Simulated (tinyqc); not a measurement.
Sp3 tight binding, zinc-blende lattice, step by step. One step of it, computed by the program tinyqc.

Task: Levels at k. Diagonalise the Hermitian matrix.

H(k) at k (eV), lower triangle (Hermitian):
```
,a s,a px,a py,a pz,c s,c px,c py,c pz
a s,-14.750000
a px,0.000000,-7.240000
a py,0.000000,0.000000,-7.240000
a pz,0.000000,0.000000,0.000000,-7.240000
c s,-2.359916+7.615012i,-2.114486+2.959326i,3.053787-2.049079i,-4.354515+1.437003i,-14.750000
c px,2.114486-2.959326i,0.636252-2.053067i,5.679290-1.874183i,-3.982841+2.672471i,0.000000,-7.240000
c py,-3.053787+2.049079i,5.679290-1.874183i,0.636252-2.053067i,2.757776-3.859642i,0.000000,0.000000,-7.240000
c pz,4.354515-1.437003i,-3.982841+2.672471i,2.757776-3.859642i,0.636252-2.053067i,0.000000,0.000000,0.000000,-7.240000
```

Give: eigenvalues; weights |c|^2 of the basis functions.

Result:

eigenvalues (eV): -24.8506  -18.8756  -14.9234  -14.2586  -3.0843  -0.5237  0.2641  3.3121

weights |c|^2 of the basis functions:
```
,band 1,band 2,band 3,band 4,band 5,band 6,band 7,band 8
a s,0.4477,0.1233,0.0113,0.0108,0.3566,0.0091,0.0028,0.0385
a px,0.0085,0.1475,0.2995,0.0100,0.0671,0.0678,0.2339,0.1657
a py,0.0159,0.1284,0.1530,0.1829,0.0277,0.0713,0.2632,0.1576
a pz,0.0280,0.1008,0.0363,0.2963,0.0485,0.3518,0.0001,0.1382
c s,0.4477,0.1233,0.0113,0.0108,0.3566,0.0091,0.0028,0.0385
c px,0.0085,0.1475,0.2995,0.0100,0.0671,0.0678,0.2339,0.1657
c py,0.0159,0.1284,0.1530,0.1829,0.0277,0.0713,0.2632,0.1576
c pz,0.0280,0.1008,0.0363,0.2963,0.0485,0.3518,0.0001,0.1382
```
